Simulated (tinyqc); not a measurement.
From results back to parameters: thin-body film or fin with hard walls, valleys of the Si type. Two cases, with inputs chosen for the exercise.

Problem. In a hard-walled film E_1 = c (pi/t)^2/m_z, c = hbar^2/2m0. The splitting between the lowest levels of two valley groups, on the (110) face, was computed from a hidden thickness.

Constants: hbar^2/2m0 = 3.80998211 eV angstrom^2.

Case 1.

Values chosen (out of a larger set: near those of Si; not measured data): m_za = 0.3165 m0 (heavier confinement mass); m_zb = 0.192 m0 (lighter one).

splitting = 53.352 meV

Case 2.

Values chosen (out of a larger set: near those of Si; not measured data): m_za = 0.3177 m0 (heavier confinement mass); m_zb = 0.193 m0 (lighter one).

splitting = 84.971 meV

Find: t; lower level.

Solution. t = pi sqrt(c (1/m_zb - 1/m_za)/splitting).

Case 1.

t = 38.0 angstrom
lower level = 0.0823 eV

Case 2.

t = 30.0 angstrom
lower level = 0.1315 eV

Computed by tinyqc, one run a case: `OMP_NUM_THREADS=1 python tinyqc.py N N+1 out.jsonl` with N = 1280430, 1280436; one thread of a shared Intel(R) Xeon(R) Processor @ 2.30GHz, about 0.01 s a run at most.
